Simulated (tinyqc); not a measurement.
Field-effect mobility of a thin-film transistor with band-tail and deep states (multiple trapping): one step, computed by the program tinyqc.

A thick film in accumulation at small drain voltage. Only free electrons move; trapped ones still screen the gate. N_c and mu_0 are held fixed when T changes, leaving out the T^(3/2) growth of N_c. x = E_0 - psi is the distance of the Fermi level below the band edge.

Problem. Free and trapped densities. F_j(eta) = int_0^infinity x^j/(1 + exp(x - eta)) dx, without a gamma-function factor. Integrals over x = E/(k_B T) use 160 Gauss-Legendre points in u = sqrt(x) from 0 to sqrt(max(eta, 0) + 32). Free n(x) = N_c (2/sqrt(pi)) F_1/2(-x/k_B T), with F_1/2 from its two-term series in exp(-x/k_B T) for x >= 12 k_B T; tail n_t(x) = int_0^1.2eV g_t exp(-E/E_t)/(1 + exp((x - E)/k_B T)) dE, E counted down from the edge, 120 Gauss-Legendre points; deep charge g_d psi; space charge rho(psi) = n + n_t + g_d psi less its value at psi = 0.

Inputs (values chosen for the exercise, modelled on polycrystalline silicon):

| quantity | value | unit |
|---|---|---|
| effective density of states N_c | 2.6e+19 | 1/cm^3 |
| tail density at the edge g_t | 1.3e+21 | 1/(eV cm^3) |
| tail width E_t | 45 | meV |
| temperature T | 200 | K |

Deep states: included.

Constants: k_B = 8.617333262e-05 eV/K.

Give: Local densities at x = 0.4, 0.3, 0.2, 0.15, 0.1, 0.05, 0 and -0.05 eV.

Solution.

Local densities at x = 0.4, 0.3, 0.2, 0.15, 0.1, 0.05, 0 and -0.05 eV:

| x (eV) | n (1/cm^3) | n_t (1/cm^3) | n/(n + n_t) |
|---|---|---|---|
| 0.40 | 2.165e+09 | 1.040e+16 | 2.081e-07 |
| 0.30 | 7.166e+11 | 9.599e+16 | 7.466e-06 |
| 0.20 | 2.372e+14 | 8.854e+17 | 2.679e-04 |
| 0.15 | 4.316e+15 | 2.685e+18 | 1.605e-03 |
| 0.10 | 7.846e+16 | 8.064e+18 | 9.635e-03 |
| 0.05 | 1.402e+18 | 2.287e+19 | 5.775e-02 |
| 0.00 | 1.989e+19 | 4.792e+19 | 2.934e-01 |
| -0.05 | 1.120e+20 | 5.764e+19 | 6.601e-01 |

E_t/k_B T = 2.61: deep in the tail n_t follows exp(-x/E_t), more slowly than n, so the free share grows as the Fermi level rises.
